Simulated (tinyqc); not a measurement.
From results back to parameters: special k points of the bcc lattice. Three cases, with inputs chosen for the exercise.

Problem. E(k) = -sqrt(D^2 + (e0 - t A_1(k))^2) with A_1 = 8 at Gamma and A_1 = 0 at b1/2; t > 0 and D > 0 are hidden.

Case 1.

Values chosen: e0 = 1.43 eV (offset).
E at Gamma = -4.971811 eV
E at b1/2 = -2.949797 eV

Case 2.

Values chosen: e0 = 2 eV (offset).
E at Gamma = -4.122730 eV
E at b1/2 = -3.564057 eV

Case 3.

Values chosen: e0 = 1.99 eV (offset).
E at Gamma = -3.166228 eV
E at b1/2 = -2.163932 eV

Find: t; D.

Solution. The difference of the squares is 64 t^2 - 16 e0 t; it is positive, so the quadratic has one positive root t; D^2 follows from either energy.

Case 1.

t = 0.710 eV
D = 2.580 eV

Case 2.

t = 0.610 eV
D = 2.950 eV

Case 3.

t = 0.630 eV
D = 0.850 eV

Computed by tinyqc, one run a case: `OMP_NUM_THREADS=1 python tinyqc.py N N+1 out.jsonl` with N = 1682649, 1682706, 1682772; one thread of a shared Intel(R) Xeon(R) Processor @ 2.30GHz, about 0.1 s a run at most.
